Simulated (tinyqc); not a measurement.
# Long-channel MOSFET, surface-potential model: potential, charge and velocity along the channel

n-channel transistor on a uniformly doped p-type body, gradual-channel approximation, constant mobility, Boltzmann statistics, full ionisation. Potentials are counted from the neutral body; V is the electron quasi-Fermi potential, Vsb at the source and Vsb + Vds at the drain. Charges are magnitudes per area.

ni = sqrt(Nc Nv) exp(-Eg/(2 Vt)), Eg in volts; phiF = Vt ln(Na/ni); Cox = eps0 eox/tox; gamma = sqrt(2 q eps0 eps_r Na)/Cox. The surface potential psi at channel potential V solves Vgs + Vsb - Vfb - psi = gamma sqrt(G), G = psi - Vt + Vt exp((psi - 2 phiF - V)/Vt). Charge sheet: Qi = Cox gamma [sqrt(G) - sqrt(psi - Vt)]; I = mu (W/L) [integral of Qi dpsi from psi_0 to psi_L (drift) + Vt (Qi0 - QiL) (diffusion)], with psi_0 at V = Vsb and psi_L at V = Vsb + Vds. The current is the same at every point, so the place y where the channel potential is Vsb + v follows from y/L = I(Vds = v)/I(Vds); the mean carrier velocity is I/(W Qi).

Inputs (values chosen for the exercise); material values close to those of gallium arsenide: temperature T = 400 K; band gap Eg = 1.43 eV; relative permittivity of the semiconductor eps_r = 12.8; conduction-band density of states at T Nc = 6.84e17 cm^-3; valence-band density of states at T Nv = 1.38e19 cm^-3; acceptor density of the body Na = 1.4e16 cm^-3; relative permittivity of the gate insulator eox = 22.5; insulator thickness tox = 20 nm; flat-band voltage Vfb = -1.28 V; channel mobility mu = 380 cm^2/(V s); gate width W = 2 um; gate length L = 5 um; source-body reverse bias Vsb = 0.5 V; gate-source voltage Vgs = 1.24 V; drain-source voltage Vds = 0.2 V.

Constants: q = 1.602176634e-19 C, kB = 1.380649e-23 J/K, Vt = kB T/q, eps0 = 8.8541878128e-14 F/cm where lengths are in cm. Results are converted to the units shown.

Along the channel:
```
v (V)  psi (V)  Qi (nC/cm^2)     y/L  velocity (cm/s)
0.025    1.889          1029  0.1362          1.375e5
0.05     1.913          1005  0.2692          1.408e5
0.075    1.936         981.0  0.3990          1.443e5
0.1      1.960         957.0  0.5256          1.479e5
0.125    1.983         933.0  0.6489          1.517e5
0.15     2.007         909.1  0.7691          1.557e5
0.175    2.030         885.3  0.8862          1.599e5
0.2      2.053         861.4   1.000          1.643e5
```

What does the table show?

Half of the listed voltage range, v = 0.1 V, is reached at y/L = 0.526. The charge falls from 1030 to 861 nC/cm^2 over the rows, so the velocity rises by a factor of 1.19 to keep the current constant.

Computed by the program tinyqc: `OMP_NUM_THREADS=1 python tinyqc.py 2360024 2360025 out.jsonl`, one thread of a shared Intel Xeon 2.30GHz, about 0.04 s for the whole run.
